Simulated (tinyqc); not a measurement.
# Ion implantation: universal nuclear stopping, Lindhard-Scharff electronic stopping and a Gaussian range profile, step by step

A worked calculation. Computed by tinyqc, a small Python program that keeps every step. Command: `OMP_NUM_THREADS=1 python tinyqc.py 3018646 3018647 out.jsonl implant walk`. One thread of a shared host (Intel(R) Xeon(R) Processor @ 2.30GHz), about 0.06 s of CPU time with the checks. Intermediate numbers are printed to about 6 digits and carried at full precision; extremes and crossings named in words are read from the listed rows.

An ion slows by elastic collisions with screened nuclei and by friction with electrons; channelling is ignored and the target is uniform.

Inputs (values chosen for the exercise, modelled on silicon ions in silicon): ion atomic number Z1 = 14; ion mass M1 = 28 u; target atomic number Z2 = 14; target mass M2 = 28.09 u; target density N = 49.94 1/nm^3; ion energy E = 9.3 keV; scale factor of electronic stopping k = 1; dose Q = 6.8e+12 1/cm^2; background C_B = 1e+16 1/cm^3; displacement energy E_d = 15 eV; fraction allowed through the mask = 0.0001.

Follow-up: mask.

## Stopping at the entry energy

Reduced energy eps = 32.53 M2 E/(Z1 Z2 (M1 + M2)(Z1^0.23 + Z2^0.23)), E in keV; s_n = ln(1 + 1.1383 eps)/(2 (eps + 0.01321 eps^0.21226 + 0.19593 eps^0.5)) for eps up to 30 and ln(eps)/(2 eps) above; S_n = 8.462 Z1 Z2 M1 s_n/((M1 + M2)(Z1^0.23 + Z2^0.23)) in 1e-15 eV cm^2. S_e = k 3.83 Z1^(7/6) Z2/(Z1^(2/3) + Z2^(2/3))^(3/2) sqrt(E/M1) in 1e-15 eV cm^2, E in keV. dE/dx = N (S_n + S_e); 1e-15 eV cm^2 = 0.1 eV nm^2.

reduced energy eps = 0.210639

s_n = 0.346596

S_n = 78.1962 x 1e-15 eV cm^2

S_e = 16.9616 x 1e-15 eV cm^2

energy loss dE/dx = 475.218 eV/nm

Nuclear stopping carries 82 % of the loss at entry.

## Range and straggle

Path length R = int_0^E dE'/(N (S_n + S_e)); energy lost to nuclei nu = int_0^E S_n/(S_n + S_e) dE' (both with E' = E y^3 and 64 Gauss-Legendre points in y). Estimates of Lindhard type: R_p = R/(1 + M2/(3 M1)), straggle dR_p = (2/3) R_p sqrt(M1 M2)/(M1 + M2).

path length R = 27.1711 nm

projected range R_p = 20.3620 nm

straggle dR_p = 6.78731 nm

energy lost to nuclei nu = 8.00604 keV

86 % of the energy goes to nuclei over the whole path.

## Gaussian profile

C(x) = C_p exp(-(x - R_p)^2/(2 dR_p^2)) with C_p = Q/(sqrt(2 pi) dR_p), 1 nm = 1e-7 cm; the profile falls to the background at x_j = R_p + dR_p sqrt(2 ln(C_p/C_B)); the peak atomic fraction is C_p/N.

peak concentration C_p = 3.99688e+18 1/cm^3

Depth x_j where C falls to C_B = 43.8556 nm

peak atomic fraction = 8.00337e-05

## Damage

Kinchin-Pease count with efficiency 0.8: N_d = 0.8 nu/(2 E_d), taking all of nu as damage energy (an upper estimate, as recoils also lose energy to electrons). Spread over a depth R_p + dR_p, displacements per atom = Q N_d/(N (R_p + dR_p)).

displacements per ion N_d = 213.494

displacements per atom = 0.0107075

One displacement per atom would need a dose of 6.4e14 per cm^2 if no defects annealed.

## Mask thickness

For a mask that stops like the target, the fraction beyond d is (1/2) erfc((d - R_p)/(sqrt2 dR_p)); solve for d.

number of straggles beyond R_p = 3.71902

mask thickness d = 45.6041 nm

Caution: real range profiles are skewed and have channelling tails, so a Gaussian is unreliable this far out.

## Nuclear against electronic stopping over energy

The formulas are those given above.

Stopping (1e-15 eV cm^2) and range:
```
E (keV)          eps      S_n      S_e   R (nm)      nu/E
1        2.26493e-02  49.4669    5.562    6.770  0.907632
2        4.52986e-02  60.4342    7.866    9.991  0.899604
5        1.13247e-01  72.9483   12.437   17.695  0.881045
10       2.26493e-01  78.5579   17.588   28.636  0.857962
20       4.52986e-01  78.7028   24.874   48.550  0.822592
50       1.13247e+00  68.9689   39.329  104.890  0.745620
100      2.26493e+00  55.8378   55.619  196.038  0.654766
200      4.52986e+00  41.2931   78.657  369.484  0.534369
500      1.13247e+01  24.7223  124.368  817.589  0.355434
```

Nuclear stopping peaks near 20 keV among these rows (eps = 0.45; the universal curve peaks near 0.3). Electronic stopping overtakes it between 100 and 200 keV. The path length grows as E^0.56 at the low end and E^0.87 at the high end; constant stopping would give E^1, and stopping that rises with E, be it nuclear (below its peak) or electronic, gives a lower exponent.

Checks made by the program: range against adaptive quadrature (relative difference 5e-06).
